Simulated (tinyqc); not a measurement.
Polytypes and stacking faults of a tetrahedral semiconductor in an axial Ising model with couplings up to third neighbours: one step, computed by the program tinyqc. Command: `OMP_NUM_THREADS=1 python tinyqc.py 3021715 3021716 out.jsonl polytype walk`. One thread of a shared host (Intel(R) Xeon(R) Processor @ 2.30GHz), about 0.01 s of CPU time with the checks.

Each double layer has s = +1 or -1 for the sense of its stacking step; E per pair of atoms = E0 - sum_n J_n <s_i s_(i+n)>, n = 1, 2, 3. Hexagonality h = (1 - <s_i s_(i+1)>)/2.

Question. Electronic energy gained by the fault. The fault binds electrons in a two-dimensional band E_b below the conduction edge, g2 = m m0/(pi hbar^2) for one valley. With the Fermi level held by the bulk, eta = ln[n/N_c(T)], N_c(T) = N_c (T/300)^1.5, the grand potential falls by g2 (k_B T)^2 F1(x), x = eta + E_b/(k_B T), F1(x) = integral from 0 to infinity of ln(1 + exp(x - t)) dt; sheet density g2 k_B T ln(1 + e^x). Band bending by the trapped charge is left out, so the gain is an upper bound. Net fault energy = gamma of the intrinsic fault less the electronic gain.

Inputs (values chosen for the exercise, of the order of those of ZnS for J, a, G and the gaps):
```
quantity                                    value    unit
binding energy of the fault level E_b       0.091      eV
in-plane mass m                              0.42      m0
effective density of states N_c at 300 K  1.7e+19  1/cm^3
electron density n                        1.3e+16  1/cm^3
temperature T                                1000       K
```

Host polytype: 3C.

energy of the glide fault, intrinsic = 9.721035 mJ/m^2

Constants: m_0 = 9.1093837015e-31 kg; hbar = 1.054571817e-34 J s; k_B = 1.380649e-23 J/K; k_B = 8.617333262e-05 eV/K.

Give: x; sheet density; electronic gain; net fault energy.

Answer.

x = -7.9260

sheet density = 5.4606e+09 1/cm^2

electronic gain = 7.5398e-04 mJ/m^2

net fault energy = 9.7203 mJ/m^2

The gain offsets 0.0078 % of the fault energy.
